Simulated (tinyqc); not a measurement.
Avalanche multiplication and breakdown of a junction from ionisation integrals: one step, computed by the program tinyqc. Command: `OMP_NUM_THREADS=1 python tinyqc.py 3026727 3026728 out.jsonl impact walk`. One thread of a shared host (Intel(R) Xeon(R) Processor @ 2.30GHz), about 0.01 s of CPU time with the checks.

Ionisation coefficients follow the local field. Position x runs through the depletion layer from the p side (x = 0), where electrons enter, to the n side (x = w), where holes enter. The built-in voltage is neglected.

Task: Multiplication and noise. M_n = 1/(1 - I_n), M_p = M_n exp(-Phi(w)); McIntyre excess noise for the carrier with the larger M, F_x = k M + (1 - k)(2 - 1/M), with k = (smaller M - 1)/(larger M - 1).

Junction: p-i-n with uniform field.

Every 50th point:

| x (micrometre) | F (MV/cm) | alpha_n (1/cm) | alpha_p (1/cm) | Phi | I_n up to x |
|---|---|---|---|---|---|
| 0.0000 | 0.1889792 | 1053.182 | 28.19997 | 0.0000000 | 0.0000000 |
| 0.3375 | 0.1889792 | 1053.182 | 28.19997 | 0.0345932 | 0.0349371 |
| 0.6750 | 0.1889792 | 1053.182 | 28.19997 | 0.0691863 | 0.0686863 |
| 1.0125 | 0.1889792 | 1053.182 | 28.19997 | 0.1037795 | 0.1012880 |
| 1.3500 | 0.1889792 | 1053.182 | 28.19997 | 0.1383726 | 0.1327812 |
| 1.6875 | 0.1889792 | 1053.182 | 28.19997 | 0.1729658 | 0.1632035 |
| 2.0250 | 0.1889792 | 1053.182 | 28.19997 | 0.2075589 | 0.1925915 |
| 2.3625 | 0.1889792 | 1053.182 | 28.19997 | 0.2421521 | 0.2209802 |
| 2.7000 | 0.1889792 | 1053.182 | 28.19997 | 0.2767452 | 0.2484036 |

Give: M_n; M_p; effective k; excess noise factor.

Result:

M_n = 1.3305

M_p = 1.0088

effective k = 0.026776

excess noise factor = 1.2506

Injecting electrons gives the larger gain and, at equal gain, the lower noise.
